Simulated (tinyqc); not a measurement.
# Changing the period of the pattern

Model: rapid thermal processing of a wafer: radiative balance, ramp and cooling, pattern effects, pyrometer error and spike budget. Computed by tinyqc, a small Python program. Command: `OMP_NUM_THREADS=1 python tinyqc.py 3113306 3113307 out.jsonl rtp sweep`. One thread of a shared host (Intel(R) Xeon(R) Processor @ 2.30GHz), about 0.04 s of CPU time with the checks.

The wafer is opaque and uniform through its thickness unless said otherwise; temperatures in formulas are in kelvin (C + 273.15). sigma = 5.670374419e-12 W/(cm^2 K^4).

Inputs (values chosen for the exercise, modelled on a hot silicon wafer): wafer thickness d = 625 micrometre; heat capacity per volume C = 2.19 J/(cm^3 K); thermal conductivity k = 0.28 W/(cm K); emissivity eps of each face = 0.71; reflectivity of the chamber walls r = 0.55; gas heat-transfer coefficient h, both faces together = 0.53 mW/(cm^2 K); wall temperature T_w = 300 K; process temperature = 815 C; ramp rate = 53 K/s; relative change of absorptivity over a pattern = 12 %; activation energy of the process E_a = 4 eV.

Constants: k_B = 8.617333262e-05 eV/K.

Method:
- Effective emissivity between parallel grey plates: eps_eff = 1/(1/eps + 1/(1 - r) - 1). Loss per area q(T) = 2 eps_eff sigma (T^4 - T_w^4) + h (T - T_w).
- Absorbed power during a ramp = q(T) + C d x ramp rate; thermal time constant tau = C d/(dq/dT), dq/dT = 8 eps_eff sigma T^3 + h; natural cooling rate q/(C d); front-to-back difference under one-sided heating at the end of the ramp = (absorbed power) d/(2 k).
- At steady state a sinusoidal change of absorbed power of relative amplitude a and period p gives the temperature amplitude a q/(dq/dT + k d (2 pi/p)^2); healing length l = sqrt(k d/(dq/dT)); process change = E_a dT/(k_B T^2). Emissivity is taken as unchanged.

One run for each value:
```
period of the pattern (mm)  amplitude (K)  change of the process rate (%)
0.3                            1.0046e-03                      3.9384e-03
0.71                           5.6264e-03                      2.2057e-02
1.7                            3.2231e-02                      1.2635e-01
4                              1.7767e-01                      6.9652e-01
9.5                            9.7839e-01                      3.8355e+00
22                             4.6603e+00                      1.8269e+01
53                             1.6290e+01                      6.3861e+01
130                            2.8739e+01                      1.1266e+02
300                            3.2797e+01                      1.2857e+02
```

Describe and explain the trends.

Over the rows, amplitude (K) rises from 0.00100 to 32.8 (exponent d ln y / d ln x 2.0 between the first rows and 0.16 between the last); change of the process rate (%) rises from 0.00394 to 129 (exponent d ln y / d ln x 2.0 between the first rows and 0.16 between the last). At the low end the exponent of amplitude is 2.00, close to 2: conduction smooths short periods.
